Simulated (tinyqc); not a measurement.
# Nanowire ballistic transistor, top-of-the-barrier model: two studies

At the top of the source barrier, states moving towards the drain are filled by the source (Fermi level 0) and states moving back by the drain (Fermi level -q Vd); nothing scatters. U is the shift of the band edge there, set by the capacitances CG, CD and CS (the total) and by the charge. Parabolic one-dimensional subband; the source is grounded.

Inputs (values chosen for the exercise); mass and valleys close to those of silicon (two valleys):
```
symbol  value  unit                                                                 meaning
T         200     K                                                             temperature
m       0.185    m0                                                          effective mass
gv          2                                                             valley degeneracy
eox        22                                   relative permittivity of the gate insulator
tox       1.6    nm                                                     insulator thickness
d           4    nm                                                           wire diameter
aG       0.78                                                            gate control CG/CS
aD      0.087                                                           drain control CD/CS
E0       0.21    eV  band edge at the barrier top above the source Fermi level at zero bias
```

Constants: q = 1.602176634e-19 C, kB = 1.380649e-23 J/K, hbar = 1.054571817e-34 J s, h = 6.62607015e-34 J s, m0 = 9.1093837015e-31 kg, Vt = kB T/q, eps0 = 8.8541878128e-14 F/cm where lengths are in cm. Results are converted to the units shown.

Each table varies one quantity; the others keep the values above.

## Effect of the effective mass

N0 = gv sqrt(2 m kB T/pi)/hbar, CG = 2 pi eps0 eox/ln(1 + 2 tox/d), CS = CG/aG, n0 = n at U = 0 and Vd = 0. eta1 = -(E0 + U)/Vt, eta2 = eta1 - Vd/Vt, n = (N0/2)[F_(-1/2)(eta1) + F_(-1/2)(eta2)], F_(-1/2)(x) = (1/sqrt(pi)) int_0^infinity u^(-1/2)/(1 + exp(u - x)) du. U = UL + q (n - n0)/CS with UL = -(aG Vg + aD Vd), energies in eV. I = gv (2 q^2/h) Vt [ln(1 + exp eta1) - ln(1 + exp eta2)]. CQ = (q/Vt) dn/d(eta1). E0 is held fixed.

In this table Vg = 0.6 V, Vd = 0.6 V.

Results:
```
m (m0),eta1,n (cm^-1),I (uA),mean velocity I/(q n) (cm/s),CQ/CS
0.02,17.127,2.5024e6,45.742,1.1409e8,0.025587
0.032,16.904,3.1445e6,45.145,8.9608e7,0.032583
0.05,16.641,3.8997e6,44.442,7.1130e7,0.041055
0.08,16.299,4.8815e6,43.529,5.5656e7,0.052484
0.13,15.861,6.1381e6,42.361,4.3074e7,0.067840
0.2,15.388,7.4981e6,41.096,3.4209e7,0.085459
0.32,14.764,9.2888e6,39.430,2.6495e7,0.11041
0.8,13.171,1.3865e7,35.175,1.5835e7,0.18514
```

Estimate the missing row, m = 0.5 m0.

Computed row:
```
m (m0),eta1,n (cm^-1),I (uA),mean velocity I/(q n) (cm/s),CQ/CS
0.5,14.054,1.1326e7,37.535,2.0685e7,0.14155
```

With this row back in the table: As m goes from 0.02 to 0.8 m0, n rises from 2.50e6 to 1.39e7 cm^-1, the mean velocity falls from 1.14e8 to 1.58e7 cm/s and the current falls from 45.7 to 35.2 uA. CQ/CS goes from 0.026 to 0.19. The loss of velocity outweighs the gain of charge over the whole range. For m = 0.32 to 0.8 m0 higher subbands of the wire, left out here, could begin to fill.

## Effect of the drain control CD/CS

Same model as above.

CQ = (q/Vt) dn/d(eta1). E0 is held fixed.

In this table Vg = 0.6 V, Vd = 0.6 V.

Results:
```
aD,eta1,n (cm^-1),I (uA),mean velocity I/(q n) (cm/s),CQ/CS
0,12.69,6.544e6,33.89,3.233e7,0.09075
0.02,13.33,6.708e6,35.60,3.313e7,0.08848
0.06,14.61,7.026e6,39.02,3.467e7,0.08440
0.08,15.25,7.180e6,40.74,3.542e7,0.08256
0.1,15.90,7.331e6,42.46,3.615e7,0.08083
0.12,16.54,7.479e6,44.18,3.687e7,0.07921
0.14,17.19,7.625e6,45.91,3.758e7,0.07768
```

Estimate the missing row, aD = 0.04.

Computed row:
```
aD,eta1,n (cm^-1),I (uA),mean velocity I/(q n) (cm/s),CQ/CS
0.04,13.97,6.869e6,37.31,3.390e7,0.08637
```

With this row back in the table: As aD goes from 0 to 0.14, n rises from 6.54e6 to 7.62e6 cm^-1, the mean velocity rises from 3.23e7 to 3.76e7 cm/s and the current rises from 33.9 to 45.9 uA. CQ/CS goes from 0.091 to 0.078.

Numbers from tinyqc (`OMP_NUM_THREADS=1 python tinyqc.py 2400054 2400055 out.jsonl`; about 0.04 s on one thread of a shared Intel Xeon 2.30GHz).
